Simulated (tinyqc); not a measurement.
From a target to a composition: model-solid line-up of a strained alloy layer on a substrate. Three cases, with inputs chosen for the exercise.

Problem. A layer of the alloy is strained to the substrate, and its gap (Ec minus the top valence edge) is given. Find x between 0.02 and 0.43, where the gap is monotonic.

All values of the alloy are linear in x but the gap, Eg(x) = (1 - x) Eg_A + x Eg_B - C x (1 - x), and the valence edge, Ev(x) = (1 - x) Ev_A + x Ev_B + fv C x (1 - x); Ec = Ev + Eg. Ev is the top of the unstrained valence band on a scale common to all materials. In the layer only the Gamma valley of the conduction band is followed, also where an X or L valley would lie lower.

Coherent growth on a (001) face: e_par = (a_s - a)/a, e_perp = -2 (C12/C11) e_par; exx = eyy = e_par, ezz = e_perp, no shear.

Strained edges: Ec + ac tr(e); the valence edges are Ev plus the levels of the 6 x 6 matrix of X, Y, Z times spin with -Dso/3 + l exx + m (eyy + ezz) on the diagonal (cyclic), n exy off it, l = av + 2 b, m = av - b, n = sqrt(3) d. Spin-orbit term (Dso/3) L.sigma on X, Y, Z with (L_k)_ij = -i epsilon_kij: <X+|H|Y+> = -i Dso/3, <X+|H|Z-> = Dso/3, <Y+|H|Z-> = -i Dso/3, <Z+|H|X-> = -Dso/3, <Z+|H|Y-> = i Dso/3, <X-|H|Y-> = i Dso/3, and their conjugates; + and - are the spin along z.

Find: x; e_par; gap of the relaxed alloy.

Case 1.

Values chosen (A near AlAs, B near InAs, substrate near Ge; shifted at random, so the results belong to these values and not to a real crystal): a = (5.655, 6.054) angstrom (lattice constant of A, B); Eg = (3.118, 0.423) eV (gap at Gamma to the s-like level of A, B); Dso = (0.277, 0.394) eV (spin-orbit splitting of A, B); Ev = (-1.32, -0.6) eV (top of the unstrained valence band of A, B); ac = (-5.63, -5.01) eV (conduction deformation potential of A, B); av = (2.44, 1.01) eV (valence hydrostatic potential of A, B); b = (-2.33, -1.82) eV (tetragonal shear potential of A, B); d = (-3.41, -3.63) eV (trigonal shear potential of A, B); C11 = (126.5, 82.2) GPa (of A, B); C12 = (53.1, 45.7) GPa (of A, B); C44 = (54.3, 39.8) GPa (of A, B); C = 0.636 eV (bowing of the gap); fv = 0.3 (share of the bowing taken by the valence edge); a_s = 5.653 angstrom (substrate); face = 001 (growth face).

strained gap = 3.060469 eV

Solution.

x = 0.020
e_par = -0.176 %
gap of the relaxed alloy = 3.052 eV

Bisect on x; the strained gap is 3.0605 eV at x = 0.02 and 1.9113 eV at x = 0.43.

Case 2.

Values chosen (A near InAs, B near InSb, substrate near InAs; shifted at random, so the results belong to these values and not to a real crystal): a = (6.052, 6.48) angstrom (lattice constant of A, B); Eg = (0.412, 0.238) eV (gap at Gamma to the s-like level of A, B); Dso = (0.385, 0.822) eV (spin-orbit splitting of A, B); Ev = (-0.6, 0) eV (top of the unstrained valence band of A, B); ac = (-5.12, -6.92) eV (conduction deformation potential of A, B); av = (0.99, 0.36) eV (valence hydrostatic potential of A, B); b = (-1.8, -2.01) eV (tetragonal shear potential of A, B); d = (-3.57, -4.72) eV (trigonal shear potential of A, B); C11 = (83.7, 69) GPa (of A, B); C12 = (45.8, 37.4) GPa (of A, B); C44 = (39, 31.3) GPa (of A, B); C = 0.553 eV (bowing of the gap); fv = 0.7 (share of the bowing taken by the valence edge); a_s = 6.052 angstrom (substrate); face = 001 (growth face).

strained gap = 0.348259 eV

Solution.

x = 0.120
e_par = -0.842 %
gap of the relaxed alloy = 0.333 eV

Bisect on x; the strained gap is 0.4002 eV at x = 0.02 and 0.2625 eV at x = 0.43.

Case 3.

Values chosen (A near InSb, B near InAs, substrate near InSb; shifted at random, so the results belong to these values and not to a real crystal): a = (6.488, 6.051) angstrom (lattice constant of A, B); Eg = (0.236, 0.415) eV (gap at Gamma to the s-like level of A, B); Dso = (0.81, 0.394) eV (spin-orbit splitting of A, B); Ev = (0, -0.59) eV (top of the unstrained valence band of A, B); ac = (-6.91, -5.07) eV (conduction deformation potential of A, B); av = (0.36, 1.01) eV (valence hydrostatic potential of A, B); b = (-1.99, -1.79) eV (tetragonal shear potential of A, B); d = (-4.65, -3.65) eV (trigonal shear potential of A, B); C11 = (68.2, 82.2) GPa (of A, B); C12 = (37.3, 45.9) GPa (of A, B); C44 = (31.1, 40) GPa (of A, B); C = 0.582 eV (bowing of the gap); fv = 0.6 (share of the bowing taken by the valence edge); a_s = 6.488 angstrom (substrate); face = 001 (growth face).

strained gap = 0.202583 eV

Solution.

x = 0.030
e_par = 0.202 %
gap of the relaxed alloy = 0.224 eV

Bisect on x; the strained gap is 0.2136 eV at x = 0.02 and -0.1660 eV at x = 0.43.

Computed by tinyqc, one run a case: `OMP_NUM_THREADS=1 python tinyqc.py N N+1 out.jsonl` with N = 1080896, 1081452, 1081456; one thread of a shared Intel(R) Xeon(R) Processor @ 2.30GHz, about 0.01 s a run at most.
